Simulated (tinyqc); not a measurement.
Raising U: Hubbard chain of 4 sites, mean field against exact. Computed by the program tinyqc. Collinear unrestricted mean field (the lowest of 40 random starts) against exact diagonalisation.

one-body matrix (hopping and site energies) (eV):
```
         1        2        3        4
1   0.0000  -1.3900   0.0000   0.0000
2  -1.3900   0.0000  -1.3900   0.0000
3   0.0000  -1.3900   0.0000  -1.3900
4   0.0000   0.0000  -1.3900   0.0000
```

electrons, up and down: 2  2

Exact and mean-field results (eV):

| U | U/t | E exact | E mean field | mean \|n_up - n_down\| | double occupancy, exact | first gap in the sector |
|---|---|---|---|---|---|---|
| 0.6900 | 0.4964 | -5.561820 | -5.526269 | 0.0000 | 0.2243 | 1.5266 |
| 1.3900 | 1.0000 | -4.969758 | -4.826269 | 0.0000 | 0.1988 | 1.3603 |
| 2.7800 | 2.0000 | -3.997561 | -3.470882 | 0.3935 | 0.1521 | 1.0964 |
| 4.1700 | 3.0000 | -3.262923 | -2.560369 | 0.6966 | 0.1138 | 0.8992 |
| 5.5600 | 4.0000 | -2.714872 | -1.993707 | 0.8199 | 0.0849 | 0.7509 |
| 8.3400 | 6.0000 | -1.990391 | -1.363593 | 0.9177 | 0.0494 | 0.5526 |
| 11.1200 | 8.0000 | -1.552870 | -1.031477 | 0.9534 | 0.0312 | 0.4318 |
| 16.6800 | 12.0000 | -1.067615 | -0.691760 | 0.9792 | 0.0152 | 0.2971 |
| 27.8000 | 20.0000 | -0.651382 | -0.416303 | 0.9925 | 0.0057 | 0.1814 |

What does the comparison show, and why?

In absolute terms mean field is worst at U/t = 4.0, 0.721 eV too high: at small U it is nearly exact, and at large U it misses only exchange-scale energies. Its local moments set in at U/t = 2.0 of those listed, a broken symmetry that the exact state of a finite cluster with equal spins does not have. Relative to the exact energy its error is 0.6 % at the smallest U, 36 % at most and 36 % at the largest. The double occupancy falls from 0.224 to 0.006; at the largest U the first gap is 0.65 times the exchange scale 4t^2/U.
